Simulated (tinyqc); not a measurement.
Potential-pH (Pourbaix) lines of a metal, its cation, its oxide and an oxyanion, with a complexing ligand: one step, computed by the program tinyqc. Command: `OMP_NUM_THREADS=1 python tinyqc.py 3009010 3009011 out.jsonl pourb walk`. One thread of a shared host (Intel(R) Xeon(R) Processor @ 2.30GHz), about 0.01 s of CPU time with the checks.

Potentials are against the standard hydrogen electrode; solids and water have unit activity; dG_f of M, H+ and the electron is zero; F = e N_A and s = R T ln(10)/F. The cation carries z = 2.

Task: A complexing ligand. M2+ + 2e = M; MO + 2H+ + 2e = M + H2O; MO2(2-) + 4H+ + 2e = M + 2H2O. For each, E0 = -dG/(z F), and E = E0 + (s/z) log10 a - (s n_H/z) pH, with no activity term for the oxide. The free ligand is c_L/(1 + 10^(pKa - pH)) (ligand in excess); dissolved metal is a in all, so the free cation is a/alpha, alpha = 1 + beta [L]; the cation line drops by (s/z) log10 alpha.

Inputs (values chosen for the exercise, modelled on copper): temperature T = 298.15 K; log10 of the dissolved activity a = -6; pH = 12; log10 of the stability constant beta of ML = 11; pKa of HL = 8.2; total ligand c_L = 0.39 mol/L.

Species: M, M2+, MO, MO2(2-).

E0 (V): cation 0.343938, oxide 0.561432, oxyanion 1.421771

s = 0.05915935 V

Give: free ligand; log10 alpha; cation line with ligand; that line less the oxide line.

Result:

free ligand = 0.3899 mol/L

log10 alpha = 10.59

cation line with ligand = -0.1468 V

that line less the oxide line = 0.001662 V

The oxide still lies below the complexed cation at this pH.
